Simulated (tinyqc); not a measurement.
Gas flow in a process chamber: flow regimes, conductance, effective pumping speed, pump-down, outgassing and purge: one step, computed by the program tinyqc. Command: `OMP_NUM_THREADS=1 python tinyqc.py 3121001 3121002 out.jsonl pump walk`. One thread of a shared host (Intel(R) Xeon(R) Processor @ 2.30GHz), about 0.07 s of CPU time with the checks.

Ideal gas, isothermal flow, a pump of constant speed at the end of a round pipe; process gas, volume gas and outgassing are given the same properties. 1 sccm = 101325 Pa x 1e-6 m^3/60 s x T/273.15 K.

Question. Molecular flow. Mean speed c = sqrt(8 k_B T/(pi m)); aperture conductance C_a = c pi d^2/16; molecular pipe C_m = C_a/(1 + 3 l/(4 d)) (Dushman form); viscous pipe C_v = pi d^4 p_mean/(128 eta l); Knudsen interpolation C = C_v + C_m (1 + x)/(1 + 1.24 x), x = d p_mean sqrt(m/(k_B T))/eta. Effective speed 1/S_eff = 1/S + 1/C_m; time constant V/S_eff; pressure at which the free path k_B T/(sqrt2 pi d_m^2 p) equals d.

Inputs (values chosen for the exercise, modelled on water vapour near room temperature):

| quantity | value | unit |
|---|---|---|
| molar mass M | 18.02 | g/mol |
| molecular diameter | 0.46 | nm |
| temperature T | 293 | K |
| chamber volume V | 120 | L |
| pipe diameter d | 4 | cm |
| pipe length l | 16 | cm |
| pump speed S | 29 | L/s |

Constants: k_B = 1.380649e-23 J/K; u = 1.6605390666e-27 kg.

Give: mean speed c; C_a; C_m; S_eff in molecular flow; time constant; pressure where the free path equals d.

Answer.

mean speed c = 586.7 m/s

C_a = 184.3 L/s

C_m = 46.08 L/s

S_eff in molecular flow = 17.80 L/s

time constant = 6.742 s

pressure where the free path equals d = 0.1076 Pa

The pipe passes on 61 % of the pump speed.
